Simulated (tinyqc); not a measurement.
Inside a calculation. Method: G0W0 on RHF in the sto-6g basis, for H2, spin multiplicity 1. One step of it, computed by the program tinyqc.

Problem. G0W0 on Hartree-Fock: LUMO. W(p,q,m) = sqrt2 sum_ia (pq|ia) (X+Y)_ia,m; Sigma_c(x) = sum_(i,m) W^2/(x - e_i + w_m) + sum_(a,m) W^2/(x - e_a - w_m); solve x = e_p + Sigma_c(x) by Newton steps; Z = 1/(1 - dSigma/dx); 1 hartree = 27.211386 eV.

orbital energies (hartree): MO1 -0.606402, MO2 0.727965

Two-electron integrals over orbitals (pq|rs), unique and non-zero (hartree):
```
(11|11) 0.685231   (21|21) 0.178472   (22|11) 0.674096   (22|22) 0.709752
```

excitation energies w (hartree): 1.653216

X + Y:
```
            1
1>2  0.898406
```

Give: The 12 largest terms at x = e_p; Newton steps; quasiparticle energy of the LUMO; Hartree-Fock value.

Solution.

The 12 largest terms at x = e_p (hartree; W for the signs of X + Y given):

| q | m | W | term |
|---|---|---|---|
| 1 | 1 | 0.227 | 0.017 |

Newton steps (hartree):

| step | x | Sigma_c(x) | Z |
|---|---|---|---|
| 0 | 0.728 | 0.017 | 0.994 |
| 1 | 0.745 | 0.017 | 0.994 |
| 2 | 0.745 | 0.017 | 0.994 |

quasiparticle energy of the LUMO = 20.275 eV

Hartree-Fock value = 19.809 eV
